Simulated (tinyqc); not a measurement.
Size of the test strain: deformation potentials from a strained empirical pseudopotential.

Diamond lattice, no spin-orbit coupling. Atomic form factor V(q) = a1 (q^2 - a2)/(a3 exp(a4 q^2) - 1) in rydberg with q in 1/bohr, for the unstrained cell. Under a strain e the reciprocal vectors and k go over into (1 + e)^(-1) G, the atoms sit at +/- tau with tau = (1 + e) a (1,1,1)/8 - zeta a (eyz, ezx, exy)/4, and H(G,G') = c |k + G|^2 delta + (V(q)/det(1 + e)) cos(q.tau), q = G - G', with the term q = 0 left out; c = hbar^2/2m0. The basis is fixed before straining: all G with |k + G|^2 up to 16 (2 pi/a)^2. k is given in units of 2 pi/a of the unstrained cell.

Constants: hbar^2/2m0 = 3.80998211 eV angstrom^2; Ry = 13.60569312 eV; a0 (Bohr radius) = 0.5291772105 angstrom.

Parameters, chosen for this exercise (out of a larger set: near those of Si; not measured data):
- a = 5.431 angstrom (lattice constant)
- A = (0.532, 2.175, 2.048, 0.487) (a1 (Ry bohr^2), a2 (1/bohr^2), a3, a4 (bohr^2))
- kD = 0.82 2 pi/a (position of the Delta minimum)

e = diag(-h/2, -h/2, h). Xu = [E(Delta z) - E(Delta x)]/(1.5 h) at fixed kD, b = [E(Z) - E(X, Y)]/(4.5 h); one-sided from +h alone, central from +h and -h.

Results (eV):
```
h       Xu one-sided  Xu central  b one-sided  b central
0.0010         8.035       8.040       -3.272     -3.268
0.0025         8.027       8.040       -3.279     -3.268
0.0050         8.014       8.040       -3.289     -3.268
0.0200         7.942       8.045       -3.351     -3.269
0.0300         7.897       8.052       -3.392     -3.271
```

Give the missing row, h = 0.0100.

Computed row:
```
h       Xu one-sided  Xu central  b one-sided  b central
0.0100         7.990       8.041       -3.309     -3.269
```

From h = 0.001 to 0.03 the one-sided Xu drifts by -0.137 eV and the central one by +0.012 eV; for b the drifts are -0.120 and -0.002 eV. The central difference cancels the term of second order in the strain, so its error goes as h^2. At h = 0.02 the linear law errs by 1.2 % for the valley splitting and 2.5 % for the valence splitting.

Run: tinyqc, `OMP_NUM_THREADS=1 python tinyqc.py 1880788 1880789 out.jsonl`; Intel(R) Xeon(R) Processor @ 2.30GHz, one thread, shared host; about 0.2 s of CPU time with all checks.
